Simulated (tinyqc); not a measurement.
Temperature and isotope dependence of a band gap in oscillator models: one step. Two common fits. Two cases, with inputs chosen for the exercise.

Problem. Give the falls and the parameters.

E(T) = E0 - sum_i sl_i th_i n_i(T), n = 1/(exp(th/T) - 1). The same coupling lowers the gap at 0 K by the zero-point term ZP = sum_i sl_i th_i/2, so the gap of the static lattice is E0 + ZP. Thermal expansion is taken as part of the slopes.

Two-parameter forms are made to pass through the falls at the two temperatures T12: Varshni aV T^2/(T + bV), from the line T^2/fall = (T + bV)/aV; one oscillator s1 t1/(exp(t1/T) - 1), with t1 from the ratio of the falls.

Case 1.

Values chosen (near those of diamond; not measured data): E0 = 5.488 eV (gap at 0 K); th = (597, 1666) K (temperatures of two oscillators); sl = (0.1672, 0.4298) meV/K (their high-temperature slopes); T12 = (600, 1460) K (temperatures of the fits).

Case 2.

Values chosen (near those of SiC; not measured data): E0 = 3.274 eV (gap at 0 K); th = (242, 960) K (temperatures of two oscillators); sl = (0.1812, 0.3518) meV/K (their high-temperature slopes); T12 = (520, 1020) K (temperatures of the fits).

Give: falls; aV; bV; t1; s1; ZP of the one-oscillator fit.

Solution.

Case 1.

falls (meV): [106.0833, 533.7358]

aV = 1.4329 meV/K
bV = 4263 K
t1 = 1205.6 K
s1 = 0.5683 meV/K
ZP of the one-oscillator fit = 342.5 meV

The limiting slope of the model is 0.5970 meV/K; Varshni puts it +140 % off and one oscillator -5 %. The ZP of the fit differs from the true one by -65.4 meV.

Case 2.

falls (meV): [137.2927, 379.8424]

aV = 0.6498 meV/K
bV = 760 K
t1 = 633.9 K
s1 = 0.5163 meV/K
ZP of the one-oscillator fit = 163.6 meV

The limiting slope of the model is 0.5330 meV/K; Varshni puts it +22 % off and one oscillator -3 %. The ZP of the fit differs from the true one by -27.1 meV.

Computed by tinyqc, one run a case: `OMP_NUM_THREADS=1 python tinyqc.py N N+1 out.jsonl` with N = 1850838, 1850886; one thread of a shared Intel(R) Xeon(R) Processor @ 2.30GHz, about 0.01 s a run at most.
